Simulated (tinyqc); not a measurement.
Short-channel transistor, virtual-source model with series resistance: two steps of the calculation.

The current per gate width is the charge at the top of the source barrier (the virtual source) times its velocity times a saturation function; al and be are fitting constants of the model. Units: I in uA/um, Rs in ohm um, so I Rs = 1e-6 I Rs in volts; Q in uC/cm^2, so I = 1e-4 Q vx0 Fsat with vx0 in cm/s.

Parameters, values chosen for the exercise: temperature T = 400 K; inversion capacitance Cinv = 1.4 uF/cm^2; velocity at the virtual source vx0 = 3.27e7 cm/s; apparent mobility mu = 510 cm^2/(V s); channel length L = 90 nm; threshold at zero drain voltage VT0 = 0.397 V; drain-induced barrier lowering dl = 0.13 V/V; subthreshold factor n0 = 1.53; growth of n with drain voltage nd = 0.05 1/V; threshold shift (in units of Vt) from weak to strong inversion al = 3.5; sharpness of saturation be = 1.4; series resistance of each contact Rs = 150 ohm um; gate voltage Vgs = 0.66 V; drain voltage Vds = 0.5 V.

Constants: q = 1.602176634e-19 C, kB = 1.380649e-23 J/K, Vt = kB T/q. Results are converted to the units shown.

Task 1. Current through the series resistance. Intrinsic voltages Vg' = Vgs - I Rs, Vd' = Vds - 2 I Rs. n = n0 + nd Vd', VT = VT0 - dl Vd', Ff = 1/(1 + exp((Vg' - VT + al Vt/2)/(al Vt))), Q = Cinv n Vt ln(1 + exp((Vg' - VT + al Vt Ff)/(n Vt))), Vdsat = (vx0 L/mu)(1 - Ff) + Vt Ff, Fsat = u/(1 + u^be)^(1/be) with u = Vd'/Vdsat, and I(out) = Q vx0 Fsat per width. (Fsat takes the sign of u.) Newton step: I(new) = I + (I(out) - I)/(1 - s), s = dI(out)/dI by a central difference with +/- 0.001 uA/um.

I after iteration 1 = 506.05708 uA/um

Give: Vg'; Vd'; VT; Ff; Q; Vdsat; Fsat; I(out); s; I after iteration 2.

Result 1.

Vg' = 0.58409 V
Vd' = 0.34818 V
VT = 0.35174 V
Ff = 0.081213
Q = 0.33981 uC/cm^2
Vdsat = 0.53299 V
Fsat = 0.47747
I(out) = 530.55 uA/um
s = -0.63236
I after iteration 2 = 521.06 uA/um

Task 2. What the series resistance costs. n = n0 + nd Vd', VT = VT0 - dl Vd', Ff = 1/(1 + exp((Vg' - VT + al Vt/2)/(al Vt))), Q = Cinv n Vt ln(1 + exp((Vg' - VT + al Vt Ff)/(n Vt))), Vdsat = (vx0 L/mu)(1 - Ff) + Vt Ff, Fsat = u/(1 + u^be)^(1/be) with u = Vd'/Vdsat, and I = Q vx0 Fsat per width. I0 is the current for Rs = 0. Effective velocity I/Q; transit time L Q/I.

converged I = 521.07590 uA/um
I0 = 878.58462 uA/um

Give: loss against I0; effective velocity; transit time.

Result 2.

loss against I0 = 40.691 %
effective velocity = 1.5500e7 cm/s
transit time = 0.58063 ps

tinyqc, about 0.01 s, one thread, Intel Xeon 2.30GHz (shared host): `OMP_NUM_THREADS=1 python tinyqc.py 2380072 2380073 out.jsonl`
